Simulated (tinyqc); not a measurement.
Inside a calculation. Method: tight binding, honeycomb lattice. Computed by tinyqc, a small Python program that keeps every step. Settings: t1 = 2.32, t2 = 0.13, phi = 2.8, delta = 0, points = 7. Command: `OMP_NUM_THREADS=1 python tinyqc.py 28266 28267 out.jsonl` (the two numbers bound the seeds that draw the settings). One thread of a shared host (Intel(R) Xeon(R) Processor @ 2.60GHz), about 0.01 s of CPU time with the checks.

## Bloch Hamiltonian at k

Parameters chosen for this model:
```
parameter     value                        unit
t1         2.320000                 eV, nearest
t2         0.130000       eV, second neighbours
phi        2.800000  rad, phase of t2 (Haldane)
delta             0          eV, +/- on A and B
```

k point k (fractions of the reciprocal vectors): -0.3000  -0.1100

H_AB = -t1 (1 + exp(-i k.a1) + exp(-i k.a2)); H_AA = delta - 2 t2 sum cos(k.b + phi), H_BB = -delta - 2 t2 sum cos(k.b - phi), b = a1, a2 - a1, -a2.

H(k) at k (eV):
```
                 A                B
A           0.2569  -3.3907-3.6853i
B  -3.3907+3.6853i           0.1496
```

## Levels at k

Diagonalise the Hermitian matrix.

eigenvalues (eV): -4.8048  5.2113

weights |c|^2 of the basis functions:
```
   band 1  band 2
A  0.4946  0.5054
B  0.5054  0.4946
```

## Bloch Hamiltonian at K

k point K (fractions of the reciprocal vectors): 0.3333  0.6667

As before.

H(k) at K (eV):
```
         A        B
A  -0.1412   0.0000
B   0.0000  -0.5938
```

## Levels at K

As before.

eigenvalues (eV): -0.5938  -0.1412

weights |c|^2 of the basis functions:
```
   band 1  band 2
A  0.0000  1.0000
B  1.0000  0.0000
```

## Bands along a path

The same steps at evenly spaced points between the labelled ones.

Bands along the path (eV):
```
k           band 1   band 2
G          -6.2251   7.6949
G-K 0.25   -5.7916   6.8852
G-K 0.50   -4.5181   4.7631
G-K 0.75   -2.5715   2.0816
K          -0.5938  -0.1412
K-M 0.25   -1.3302   0.6373
K-M 0.50   -2.0079   1.4043
K-M 0.75   -2.4248   1.9026
M          -2.5650   2.0750
M-K' 0.25  -2.4248   1.9026
M-K' 0.50  -2.0079   1.4043
M-K' 0.75  -1.3302   0.6373
K'         -0.5938  -0.1412
```

With 1 band(s) filled, the highest filled level on these points lies at K and the lowest empty one at K: a gap of 0.4526 eV, direct.

## Chern number of the lower band

On a 7 x 7 mesh, the phase of the product of overlaps around each plaquette (k1 then k2); the sum over 2 pi is an integer.

plaquette phases (rad):
```
         1        2        3        4        5        6        7
1   0.0000  -0.0003  -0.0035  -0.0278  -0.0033   0.0041   0.0014
2  -0.0003  -0.0034  -0.0086  -0.0592  -0.0928   0.0103   0.0041
3  -0.0035  -0.0086  -0.0185  -0.0779  -2.5594  -0.0928  -0.0033
4  -0.0278  -0.0592  -0.0779  -0.0675  -0.0779  -0.0592  -0.0278
5  -0.0033  -0.0928  -2.5594  -0.0779  -0.0185  -0.0086  -0.0035
6   0.0041   0.0103  -0.0928  -0.0592  -0.0086  -0.0034  -0.0003
7   0.0014   0.0041  -0.0033  -0.0278  -0.0035  -0.0003   0.0000
```

Chern number = -1.0000
